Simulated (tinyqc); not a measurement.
From results back to parameters: recursion (Haydock) method for the local density of states: bulk site of a square lattice. Two cases, with inputs chosen for the exercise.

Problem. A local density has moments mu1 = a0, mu2 = a0^2 + b1^2 and, for a1 = a2 = 0, mu4 = a0^4 + 3 a0^2 b1^2 + b1^4 + b1^2 b2^2; b1^2 = (number of neighbours) t^2. The moments come from a hidden site.

Case 1.

Values chosen: t = 1.47 eV (hopping).

mu1, mu2, mu4 (eV^n): 0.00000  8.64360  168.10160

Case 2.

Values chosen: t = 1.38 eV (hopping).

mu1, mu2, mu4 (eV^n): 0.00000  7.61760  130.56262

Find: a0, b1, b2; neighbours.

Solution. Take the moments in turn: mu1 gives a0, mu2 gives b1, mu4 gives b2.

Case 1.

a0, b1, b2 (eV): 0.000  2.940  3.287

neighbours = 4

Case 2.

a0, b1, b2 (eV): 0.000  2.760  3.086

neighbours = 4

Computed by tinyqc, one run a case: `OMP_NUM_THREADS=1 python tinyqc.py N N+1 out.jsonl` with N = 1481181, 1481672; one thread of a shared Intel(R) Xeon(R) Processor @ 2.30GHz, about 0.01 s a run at most.
